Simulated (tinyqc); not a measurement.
Pariser-Parr-Pople SCF with singles CI, for the molecule N=Cc1ccccc1 (SMILES; centres numbered as the heavy atoms are written), step by step. One step of it, computed by the program tinyqc.

Task: PPP integrals. Ohno: gamma = 14.399645/sqrt(R^2 + a^2), a = 2 x 14.399645/(gamma_rr + gamma_ss); H_rr = -W_r - sum_(s != r) z_s gamma_rs; H_rs = beta for bonds.

Centres (angstrom, eV; a flat drawing with bonds scaled to 1.40 angstrom):
```
centre          x          y  core charge z          W   gamma_rr
1N      -2.879000   0.438000              1  14.100000  12.300000
2C      -1.930000  -0.591000              1  11.160000  11.130000
3C      -0.564000  -0.283000              1  11.160000  11.130000
4C       0.385000  -1.311000              1  11.160000  11.130000
5C       1.751000  -1.003000              1  11.160000  11.130000
6C       2.167000   0.333000              1  11.160000  11.130000
7C       1.218000   1.362000              1  11.160000  11.130000
8C      -0.148000   1.054000              1  11.160000  11.130000
```

Resonance integrals (eV):
```
i  j       beta
1  2  -2.510000
2  3  -2.390000
3  4  -2.390000
4  5  -2.390000
5  6  -2.390000
6  7  -2.390000
7  8  -2.390000
8  3  -2.390000
```

Give: repulsion gamma_rs; core matrix H.

Result:

repulsion gamma_rs (eV), order 1N, 2C, 3C, 4C, 5C, 6C, 7C, 8C:
$$\begin{pmatrix}
12.300 & 7.730 & 5.297 & 3.691 & 2.879 & 2.772 & 3.291 & 4.710 \\
7.730 & 11.130 & 7.553 & 5.240 & 3.670 & 3.277 & 3.670 & 5.239 \\
5.297 & 7.553 & 11.130 & 7.557 & 5.240 & 4.669 & 5.239 & 7.553 \\
3.691 & 5.240 & 7.557 & 11.130 & 7.553 & 5.240 & 4.669 & 5.240 \\
2.879 & 3.670 & 5.240 & 7.553 & 11.130 & 7.556 & 5.240 & 4.669 \\
2.772 & 3.277 & 4.669 & 5.240 & 7.556 & 11.130 & 7.554 & 5.240 \\
3.291 & 3.670 & 5.239 & 4.669 & 5.240 & 7.554 & 11.130 & 7.553 \\
4.710 & 5.239 & 7.553 & 5.240 & 4.669 & 5.240 & 7.553 & 11.130
\end{pmatrix}$$

core matrix H (eV), order 1N, 2C, 3C, 4C, 5C, 6C, 7C, 8C:
$$\begin{pmatrix}
-44.468 & -2.510 & 0.000 & 0.000 & 0.000 & 0.000 & 0.000 & 0.000 \\
-2.510 & -47.538 & -2.390 & 0.000 & 0.000 & 0.000 & 0.000 & 0.000 \\
0.000 & -2.390 & -54.268 & -2.390 & 0.000 & 0.000 & 0.000 & -2.390 \\
0.000 & 0.000 & -2.390 & -50.349 & -2.390 & 0.000 & 0.000 & 0.000 \\
0.000 & 0.000 & 0.000 & -2.390 & -47.967 & -2.390 & 0.000 & 0.000 \\
0.000 & 0.000 & 0.000 & 0.000 & -2.390 & -47.467 & -2.390 & 0.000 \\
0.000 & 0.000 & 0.000 & 0.000 & 0.000 & -2.390 & -48.375 & -2.390 \\
0.000 & 0.000 & -2.390 & 0.000 & 0.000 & 0.000 & -2.390 & -51.363
\end{pmatrix}$$
